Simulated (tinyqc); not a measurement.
Biaxially strained (001) channel, valley splitting in an inversion layer: one step of the calculation.

A thin layer grown on a relaxed buffer is stretched in the plane. The two valleys with their long axis along the growth direction (D2) sink against the four in-plane ones (D4); confinement in a triangular well splits them too. Only the lowest subband of each set is kept; one relaxation time, so the weakening of intervalley scattering is left out.

Task. Fermi level by Newton steps. f = N2 ln(1 + exp((EF - E2)/Vt)) + N4 ln(1 + exp((EF - E4)/Vt)) - Ns, f' = [N2/(1 + exp((E2 - EF)/Vt)) + N4/(1 + exp((E4 - EF)/Vt))]/Vt, EF(new) = EF - f/f'.

Parameters, values chosen for the exercise:
```
symbol,value,unit,meaning
T,273,K,temperature
Ns,6.2e11,cm^-2,inversion density
```

Constants: q = 1.602176634e-19 C, kB = 1.380649e-23 J/K, Vt = kB T/q. Results are converted to the units shown.

EF after iteration 1 = 0.14842089 eV
E2 = 0.17309481 eV
E4 = 0.33612127 eV
N2 = 3.6557431e12 cm^-2
N4 = 1.6427898e13 cm^-2

Wanted: f; f'; EF after iteration 2.

Result.

f = 4.8368e11 cm^-2
f' = 4.0557e13 cm^-2/eV
EF after iteration 2 = 0.13649 eV

Numbers from tinyqc (`OMP_NUM_THREADS=1 python tinyqc.py 2530140 2530141 out.jsonl`; about 0.01 s on one thread of a shared Intel Xeon 2.30GHz).
